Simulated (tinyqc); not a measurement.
## Charge needed for a dipole step

Two sheets of opposite charge dd apart with permittivity ei give the step D = q N dd/(eps0 ei).

Inputs (values chosen for the exercise):

| symbol | value | unit | meaning |
|---|---|---|---|
| ei | 6.7 |  | relative permittivity inside the dipole layer |
| dd | 0.22 | nm | thickness of the dipole layer |

Constants: q = 1.602176634e-19 C, eps0 = 8.8541878128e-14 F/cm where lengths are in cm. Results are converted to the units shown.

Charge needed for a dipole step:
```
N (cm^-2)     D (V)  field (MV/cm)  moment (debye/nm^2, 1 D = 3.33564e-30 C m)
1e12       0.005942         0.2701                                      0.1057
2.7e12      0.01604         0.7292                                      0.2853
6.8e12      0.04040          1.837                                      0.7186
1.7e13       0.1010          4.591                                       1.796
4.5e13       0.2674          12.15                                       4.755
1.1e14       0.6536          29.71                                       11.62
2.9e14        1.723          78.32                                       30.64
```

D is proportional to N, 0.1 V for 1.68e13 cm^-2. The same sheet as an uncompensated charge under 1 nm of a dielectric of permittivity 3.9 would shift the flat band by 0.781 V, and that shift would grow with thickness, which a dipole step does not. For N = 1.1e14, 2.9e14 the field exceeds 20 MV/cm; it acts over one bond length, where the sheet picture is only a bookkeeping device.

Program tinyqc, `OMP_NUM_THREADS=1 python tinyqc.py 2410092 2410093 out.jsonl`; Intel Xeon 2.30GHz, shared host, one thread, about 0.01 s.
